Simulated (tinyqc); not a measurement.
Inside a calculation: special k points of the simple cubic lattice. Values are carried at full precision from step to step, so a last printed digit may differ when a step is redone from the rounded ones.

Lattice vectors in units of a: a1 = (1, 0, 0), a2 = (0, 1, 0), a3 = (0, 0, 1); reciprocal vectors b_i with a_i . b_j = 2 pi delta_ij. Mesh: k = sum_i f_i b_i with f_i = (2 j_i + shift)/(2 N), j_i = 0 .. N-1. The point group of the lattice has 48 operations; only those that map the mesh onto itself are used.

Values chosen for the exercise:
```
symbol  value  unit  meaning
N       5            points along each reciprocal vector
shift   0            half steps
D       1.84   eV    half gap term
t       0.36   eV    coupling
e0      0.69   eV    offset
```

## Irreducible points and weights

Join points that an operation carries into one another (modulo reciprocal vectors); list each class by its first point in the order of (j1, j2, ...).

Irreducible points:
```
f1,f2,f3,weight
0.0000,0.0000,0.0000,1
0.0000,0.0000,0.2000,6
0.0000,0.0000,0.4000,6
0.0000,0.2000,0.2000,12
0.0000,0.2000,0.4000,24
0.0000,0.4000,0.4000,12
0.2000,0.2000,0.2000,8
0.2000,0.2000,0.4000,24
0.2000,0.4000,0.4000,24
0.4000,0.4000,0.4000,8
```

operations that keep the mesh = 48
irreducible points = 10

The weights add up to 125 = N^3; symmetry saves a factor 12.5.

## Which stars the mesh integrates

A_m(k) = sum over the m-th star of lattice vectors R of cos(k . R), stars in order of length: m = 1: |R|^2 = 1, 6 vectors, such as (1, 0, 0) in the basis a_i; m = 2: |R|^2 = 2, 12 vectors, such as (1, 1, 0) in the basis a_i; m = 3: |R|^2 = 3, 8 vectors, such as (1, 1, 1) in the basis a_i; m = 4: |R|^2 = 4, 6 vectors, such as (2, 0, 0) in the basis a_i; m = 5: |R|^2 = 5, 24 vectors, such as (2, 1, 0) in the basis a_i; m = 6: |R|^2 = 6, 24 vectors, such as (2, 1, 1) in the basis a_i. The zone mean of every A_m is zero.

Lattice vectors in units of a: a1 = (1, 0, 0), a2 = (0, 1, 0), a3 = (0, 0, 1); f are fractions of the reciprocal vectors. Evaluate the first six A_m at each irreducible point (k . R = 2 pi sum f_i n_i) and form the weighted means.

A_m at the points:
```
,m=1,m=2,m=3,m=4,m=5,m=6
1,6.000,12.000,8.000,6.000,24.000,24.000
2,4.618,6.472,2.472,2.382,4.000,-1.528
3,2.382,-2.472,-6.472,4.618,4.000,-10.472
4,3.236,2.854,0.764,-1.236,-6.000,-3.236
5,1.000,-3.000,-2.000,1.000,-1.000,4.000
6,-1.236,-3.854,5.236,3.236,-6.000,1.236
7,1.854,1.146,0.236,-4.854,-6.000,-1.854
8,-0.382,-1.618,-0.618,-2.618,4.000,3.472
9,-2.618,0.618,1.618,-0.382,4.000,-5.472
10,-4.854,7.854,-4.236,1.854,-6.000,4.854
```

weighted means: m=1 0.000, m=2 0.000, m=3 0.000, m=4 0.000, m=5 0.000, m=6 0.000

All six means vanish: the mesh is exact for functions whose Fourier series ends within these stars.

## A zone average from the irreducible points

Test function, the lower band of a two-band insulator: E(k) = -sqrt(D^2 + (e0 - t A_1(k))^2).

Lattice vectors in units of a: a1 = (1, 0, 0), a2 = (0, 1, 0), a3 = (0, 0, 1). Evaluate E at each point and take the weighted mean; the reference uses the unshifted mesh with N = 24.

E at the points (eV): -2.3551  -2.0812  -1.8476  -1.9003  -1.8694  -2.1619  -1.8401  -2.0175  -2.4598  -3.0540

weighted mean = -2.1292 eV
reference mean = -2.1292 eV

The error is +0.06 meV with 10 points.

## Checks

- Weighted mean over irreducible points against the plain mean over the whole mesh (eV): both -2.129182.
- Reference mean against a mesh of N = 30 (eV): both -2.1292.

Run: tinyqc, `OMP_NUM_THREADS=1 python tinyqc.py 1681563 1681564 out.jsonl`; Intel(R) Xeon(R) Processor @ 2.30GHz, one thread, shared host; about 0.1 s of CPU time with all checks.
